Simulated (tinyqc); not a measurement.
CMOS inverter, nodal equation and switching: one step of the calculation.

An n-channel pull-down (bn, VTn) and a p-channel pull-up (bp, VTp) share the input Vin and the output node Vout, which carries the load C. Transistor (EKV form, voltages against the body): I = 2 n b Vt^2 [F(vp - Vs) - F(vp - Vd)] from drain to source, F(v) = ln^2(1 + exp(v/(2 Vt))), vp = (Vg - VT + sg |Vd - Vs|)/n. n-channel bodies are at 0; for the p-channel device all voltages are counted down from Vdd. b in uA/V^2 gives I in uA. Static: In = Ip. Transient: C dVout/dt = Ip - In. No velocity saturation, no gate capacitance beyond C.

Problem. Switching point and noise margins. VM solves In = Ip with Vin = Vout. VIL and VIH are the inputs at which the gain is -1; NML = VIL - Vout(VIH), NMH = Vout(VIL) - VIH.

Inputs (values chosen for the exercise):
```
symbol  value    unit                                  meaning
T         300       K                              temperature
Vdd       1.2       V                           supply voltage
n        1.14                                     slope factor
sg      0.071                   drain-induced barrier lowering
VTn      0.35       V                      n-channel threshold
VTp      0.41       V          p-channel threshold (magnitude)
bn        460  uA/V^2  gain factor of the pull-down transistor
bp        920  uA/V^2    gain factor of the pull-up transistor
```

Constants: q = 1.602176634e-19 C, kB = 1.380649e-23 J/K, Vt = kB T/q. Results are converted to the units shown.

Give: VM; gain at VM; VIL; VIH; NML; NMH.

Solution.

VM = 0.61474 V
gain at VM = -14.084
VIL = 0.53386 V
VIH = 0.71820 V
NML = 0.46958 V
NMH = 0.41099 V

VM lies 15 mV above Vdd/2, and the low margin is the larger one. With both transistors saturated the size of the gain tends to 1/sg = 14.1; here it is within 0.01 % of that.

Program tinyqc, `OMP_NUM_THREADS=1 python tinyqc.py 2340167 2340168 out.jsonl`; Intel Xeon 2.30GHz, shared host, one thread, about 0.06 s.
